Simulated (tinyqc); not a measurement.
Coherent transport through a tight-binding region between two chains, step by step. Computed by tinyqc, a small Python program that keeps every step. Settings: temperature = 77, mu = -0.11. Command: `OMP_NUM_THREADS=1 python tinyqc.py 30521 30522 out.jsonl` (the two numbers bound the seeds that draw the settings). One thread of a shared host (Intel(R) Xeon(R) Processor @ 2.60GHz), about 0.07 s of CPU time with the checks.

## Transmission at E = -0.39 eV

H of the central region (eV):
```
         1        2        3
1   0.0000  -0.3800   0.0000
2  -0.3800   0.0000  -1.3200
3   0.0000  -1.3200   0.0000
```

Leads: semi-infinite chains with site energy 0:
```
parameter                           value
lead hopping t (eV)              1.300000
coupling to the left lead (eV)   1.480000
coupling to the right lead (eV)  1.270000
left contact site                       1
right contact site                      3
```

E = -0.3900 eV

Surface Green function g = (E - i sqrt(4 t^2 - E^2)) / (2 t^2); self-energy tc^2 g on each contact site; G = (E - H - Sigma)^(-1); Gamma = -2 Im Sigma; T = Gamma_L Gamma_R |G_LR|^2; local density of states -Im G_ii / pi.

g = -0.1154-0.7605i 1/eV

G (1/eV):
```
                 1                2               3
1  -0.0398-0.5625i   0.1513-0.0285i  0.0562+0.1535i
2   0.1513-0.0285i  -0.0703-0.6737i  0.6933-0.1908i
3   0.0562+0.1535i   0.6933-0.1908i  0.1887-0.1006i
```

local density of states (1/eV): 0.1790  0.2144  0.0320

transmission = 0.2184

## Transmission across the band

The same steps on a grid of energies.

T(E):
```
E (eV)          T
-2.470000  0.0764
-2.223000  0.1538
-1.976000  0.1939
-1.729000  0.2146
-1.482000  0.2237
-1.235000  0.2259
-0.988000  0.2246
-0.741000  0.2219
-0.494000  0.2193
-0.247000  0.2175
0.000000   0.2168
0.247000   0.2175
0.494000   0.2193
0.741000   0.2219
0.988000   0.2246
1.235000   0.2259
1.482000   0.2237
1.729000   0.2146
1.976000   0.1939
2.223000   0.1538
2.470000   0.0764
```

levels of the isolated region (eV): -1.3736  0.0000  1.3736

## Current

I = (2e/h) int T(E) [f(E - mu - V/2) - f(E - mu + V/2)] dE at 77 K with mu = -0.11 eV, the bias not changing H; 2e^2/h = 77.48092 microsiemens; the integral runs over the band on 4001 points.

Current:
```
V (volt)  I (microampere)
0.0100             0.1681
0.0500             0.8405
0.1000             1.6811
0.2000             3.3626
0.4000             6.7284
0.8000            13.4825
```
